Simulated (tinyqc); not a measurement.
Defect-molecule model of a vacancy with Jahn-Teller distortion: sweeps and comparisons. A value that a table varies takes the place of the one given here.

Four dangling hybrids a, b, c, d point into the vacancy: H_ii = E0, and -gm between any two. A tetragonal distortion Q pairs a with b and c with d: those two couplings become -gm - I Q and the other four -gm + I Q/2, at an elastic cost k Q^2/2. The a1 level holds two electrons; charge states 2+, + and 0 put n = 0, 1, 2 more into the lowest level of t2 origin. Energy from the 2+ state at Q = 0, with the Fermi level mu counted from Ev: W_n(Q) = n (et - 2 I Q) + k Q^2/2 + Uc n (n - 1)/2 - n mu. et = E0 + gm is the undistorted t2 level.

Constants: kB = 8.617333262e-05 eV/K.

Values chosen for the exercise (of the size used for the vacancy in silicon; the results hold for these values, not for the real material):
```
symbol  value  unit           meaning
E0      0.03   eV             level of a dangling hybrid, from Ev
gm      0.41   eV             coupling between two dangling hybrids
I       1.14   eV/angstrom    Jahn-Teller coupling
k       14.1   eV/angstrom^2  force constant of the mode
Uc      0.25   eV             repulsion of two electrons in one orbital
T       400    K              temperature
mu1     0.08   eV             first Fermi level
```

## Occupation against the Fermi level

Weights g_n exp(-W_n/kT) with W_n = n et - n^2 E_JT + Uc n (n - 1)/2 - n mu, E_JT = 2 I^2/k, degeneracies 1, 6 (spin and three axes) and 3; mu = mu1 + 0.03 j eV.

Shares:
```
mu (eV)      2+       +       0  mean charge
0.08     0.9613  0.0353  0.0034       1.9579
0.11     0.9027  0.0792  0.0181       1.8847
0.14     0.7555  0.1582  0.0863       1.6692
0.17     0.4648  0.2324  0.3028       1.1620
0.20     0.1693  0.2020  0.6287       0.5406
0.23     0.0400  0.1139  0.8462       0.1938
0.26     0.0078  0.0529  0.9393       0.0685
0.29     0.0014  0.0230  0.9756       0.0259
0.32     0.0003  0.0098  0.9900       0.0103
```

What does this show?

U_eff = Uc - 2 E_JT = -0.119 eV and kT = 34.5 meV. The + state reaches at most 23.2 % on these rows, at mu = 0.17 eV. The mean charge goes from 1.96 to 0.01.

## When U turns negative

The force constant is varied. E_JT = 2 I^2/k, E(2+/+) = et - E_JT, E(+/0) = et - 3 E_JT + Uc, U_eff = Uc - 2 E_JT.

Against k:
```
k (eV/angstrom^2)  E_JT (eV)  (2+/+) (eV)  (+/0) (eV)  U_eff (eV)  Q of the neutral state (angstrom)
8                     0.3249       0.1151     -0.2847     -0.3998                             0.5700
12                    0.2166       0.2234      0.0402     -0.1832                             0.3800
16                    0.1625       0.2776      0.2026     -0.0749                             0.2850
24                    0.1083       0.3317      0.3651      0.0334                             0.1900
32                    0.0812       0.3588      0.4463      0.0876                             0.1425
48                    0.0541       0.3859      0.5275      0.1417                             0.0950
64                    0.0406       0.3994      0.5682      0.1688                             0.0712
96                    0.0271       0.4129      0.6088      0.1958                             0.0475
```

k at which U_eff = 0 = 20.79 eV/angstrom^2

What can be read from the table?

Levels below 0 lie in the valence band. U_eff is negative for k below 4 I^2/Uc = 20.8: 3 of the 8 rows. The gain grows as n^2, so the second electron wins 3 E_JT where the first wins E_JT. For a stiff lattice the levels tend to et = 0.440 and et + Uc = 0.690 eV. Distortions above about 0.5 angstrom (1 of the rows) are beyond a linear coupling.

## What each parameter does

E_JT = 2 I^2/k, E(2+/+) = et - E_JT, E(+/0) = et - 3 E_JT + Uc, U_eff = E(+/0) - E(2+/+); a1 level E0 - 3 gm. Each row changes one parameter from the base and keeps the others.

Results:
```
case                     (2+/+) (eV)  (+/0) (eV)  U_eff (eV)  a1 (eV)
base                          0.2557      0.1370     -0.1187  -1.2000
E0 = 0.08 eV                  0.3057      0.1870     -0.1187  -1.1500
gm = 0.45 eV                  0.2957      0.1770     -0.1187  -1.3200
I = 1.254 eV/angstrom         0.2169      0.0208     -0.1961  -1.2000
k = 15.51 eV/angstrom^2       0.2724      0.1873     -0.0852  -1.2000
Uc = 0.31 eV                  0.2557      0.1970     -0.0587  -1.2000
```

How do the results move?

The largest shifts from the base row, up to three for each result and ties (the steps differ in size, so this ranks the rows, not the parameters). (2+/+) (eV): E0 +0.0500, gm +0.0400, I -0.0387; unchanged at the printed digits by Uc. (+/0) (eV): I -0.1161, Uc +0.0600, k +0.0503. U_eff (eV): I -0.0774, Uc +0.0600, k +0.0335; unchanged at the printed digits by E0 and gm. a1 (eV): gm -0.1200, E0 +0.0500; unchanged at the printed digits by I, k and Uc. E0 and gm move both levels alike, so U_eff depends on I, k and Uc alone.

Run: tinyqc, `OMP_NUM_THREADS=1 python tinyqc.py 1450540 1450541 out.jsonl`; Intel(R) Xeon(R) Processor @ 2.30GHz, one thread, shared host; about 0.01 s of CPU time with all checks.
